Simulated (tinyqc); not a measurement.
Low-temperature mobility of a two-dimensional electron gas with static screening. Changing the depletion charge N_d. Computed by tinyqc, a small Python program. Command: `OMP_NUM_THREADS=1 python tinyqc.py 3024876 3024877 out.jsonl twodeg sweep`. One thread of a shared host (Intel(R) Xeon(R) Processor @ 2.30GHz), about 0.03 s of CPU time with the checks.

One subband is filled, the gas is degenerate and scatters at the Fermi circle; one permittivity serves on both sides of the interface. All formulas are in SI units, masses times m_0. Piezoelectric and polar phonons are left out, and n_s is taken as set by a gate, independent of N_i.

Inputs (values chosen for the exercise, modelled on a strained silicon well):
```
quantity                                        value    unit
in-plane mass m                                 0.186     m_0
mass across the layer m_z                       0.886     m_0
permittivity eps                                 11.6       -
valley degeneracy g_v                               2       -
sheet density n_s                             1.1e+12  1/cm^2
roughness height Delta                            0.2      nm
correlation length Lambda                           7      nm
remote charge density N_i                     7.5e+11  1/cm^2
distance d of the charges from the interface      3.8      nm
density rho                                      2329  kg/m^3
sound velocity v_l                               8930     m/s
deformation potential D_A                         8.3      eV
temperature T                                      10       K
```

Wave function: ideal sheet. Roughness spectrum: Gaussian.

Constants: m_0 = 9.1093837015e-31 kg; e = 1.602176634e-19 C; eps_0 = 8.8541878128e-12 F/m; hbar = 1.054571817e-34 J s; k_B = 1.380649e-23 J/K.

Method:
- k_F = sqrt(2 pi n_s/g_v); E_F = hbar^2 k_F^2/(2 m); q_TF = g_v m e^2/(2 pi eps eps_0 hbar^2); Fang-Howard parameter b = [12 m_z e^2 (N_d + 11 n_s/32)/(eps eps_0 hbar^2)]^(1/3), mean depth 3/b; effective field F = e (N_d + n_s/2)/(eps eps_0).
- Form factors of a sheet of zero thickness: G(q) = 1, P(q) = exp(-q d). Dielectric function eps(q) = 1 + q_TF G(q)/q, with q = 2 k_F sin(theta/2).
- Roughness: <|U|^2> = (e F)^2 S(q), S = pi Delta^2 Lambda^2 exp(-q^2 Lambda^2/4).
- 1/tau_t = (m/(pi hbar^3)) int_0^pi (1 - cos theta) <|U|^2>/eps(q)^2 dtheta; the quantum rate 1/tau_q drops the factor (1 - cos theta); 200 Gauss-Legendre points in s with theta = pi s^2, s from 0 to 1; mu = e tau_t/m.
- Remote charges: <|U|^2> = N_i [e^2 P(q)/(2 eps eps_0 q)]^2.
- Unscreened deformation potential in equipartition: 1/tau = m D_A^2 k_B T I/(rho v_l^2 hbar^3), I = int |psi|^4 dz = 3 b/16 for the Fang-Howard function (used for both wave-function options); mu = e tau/m. Bloch-Grueneisen temperature T_BG = 2 hbar v_l k_F/k_B.
- At the Fermi circle the rates add, so 1/mu is the sum; sheet resistance 1/(n_s e mu); mean free path hbar k_F mu/e; the quantum time adds the rates 1/tau_q, with the isotropic acoustic rate e/(m mu).

One run for each value; columns: (1) depletion charge N_d (1/cm^2); (2) roughness mobility (cm^2/(V s)); (3) mean depth (nm); (4) acoustic mobility (cm^2/(V s)); (5) effective field F (MV/cm); (6) mobility mu (cm^2/(V s)); (7) remote-charge mobility (cm^2/(V s)):
```
(1)              (2)     (3)         (4)      (5)    (6)    (7)
1.00e+10  4.7299e+05  3.1735  2.8091e+05  0.08736  10813  11519
2.30e+10  4.5177e+05  3.1389  2.7784e+05  0.08938  10796  11519
5.10e+10  4.1066e+05  3.0691  2.7166e+05  0.09375  10761  11519
1.20e+11  3.3043e+05  2.9202  2.5849e+05  0.10451  10672  11519
2.60e+11  2.2608e+05  2.6888  2.3801e+05  0.12635  10478  11519
5.90e+11  1.1413e+05  2.3400  2.0713e+05  0.17783   9960  11519
3.00e+12  1.1770e+04  1.5428  1.3656e+05  0.55377   5584  11519
```

Give the missing row, depletion charge N_d (1/cm^2) = 1.30e+12.

Computed row; columns: (1) depletion charge N_d (1/cm^2); (2) roughness mobility (cm^2/(V s)); (3) mean depth (nm); (4) acoustic mobility (cm^2/(V s)); (5) effective field F (MV/cm); (6) mobility mu (cm^2/(V s)); (7) remote-charge mobility (cm^2/(V s)):
```
(1)              (2)     (3)         (4)      (5)   (6)    (7)
1.30e+12  4.3339e+04  1.9480  1.7243e+05  0.28859  8644  11519
```

Interpolating between the two neighbouring rows (the first column on a logarithmic scale, the others too where they are positive) misses most in mobility mu (cm^2/(V s)), by 13 %. Over the rows, roughness mobility (cm^2/(V s)) falls from 473000 to 11800 (exponent d ln y / d ln x -0.055 between the first rows and -1.6 between the last); mean depth (nm) falls from 3.17 to 1.54 (exponent d ln y / d ln x -0.013 between the first rows and -0.28 between the last); acoustic mobility (cm^2/(V s)) falls from 281000 to 137000 (exponent d ln y / d ln x -0.013 between the first rows and -0.28 between the last). Depletion charge adds to the field in full, the gas itself by half; it thins the layer, which raises int |psi|^4 dz and with it the phonon rate.

Caution (all rows): T is below the Bloch-Grueneisen temperature T_BG, so equipartition fails: the acoustic mobility is only a lower bound and the acoustic share of 1/mu is overstated.
